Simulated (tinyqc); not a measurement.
Plane-wave Kohn-Sham cycle with exchange-only LDA in a layered model solid, step by step. One step of it, computed by the program tinyqc.

Problem. Iteration 1: Hamiltonian at one k. H(m,m') = (k + G_m)^2/2 delta + V(G_m - G_m'), with V(-G) = V(G).

A solid whose potential varies along x alone (atomic units):
```
parameter                      value
period a                    9.900000
cross-section of the cell  16.000000
electrons per cell                 2
grid points                       16
plane waves -n..n, n               3
k points                           4
V1 in V1 cos(2 pi x/a)     -0.400000
V2 in V2 cos(4 pi x/a)     -0.270000
```

V(G_m), m = 0, 1, 2, ... (hartree): -0.229306  -0.200000  -0.135000  0.000000  0.000000  0.000000  0.000000

k = 0.125000 2 pi / a

Give: H.

Solution.

H (hartree):
```
         -3       -2       -1       +0       +1       +2       +3
-3   1.4354  -0.2000  -0.1350   0.0000   0.0000   0.0000   0.0000
-2  -0.2000   0.4787  -0.2000  -0.1350   0.0000   0.0000   0.0000
-1  -0.1350  -0.2000  -0.0751  -0.2000  -0.1350   0.0000   0.0000
+0   0.0000  -0.1350  -0.2000  -0.2262  -0.2000  -0.1350   0.0000
+1   0.0000   0.0000  -0.1350  -0.2000   0.0256  -0.2000  -0.1350
+2   0.0000   0.0000   0.0000  -0.1350  -0.2000   0.6801  -0.2000
+3   0.0000   0.0000   0.0000   0.0000  -0.1350  -0.2000   1.7375
```
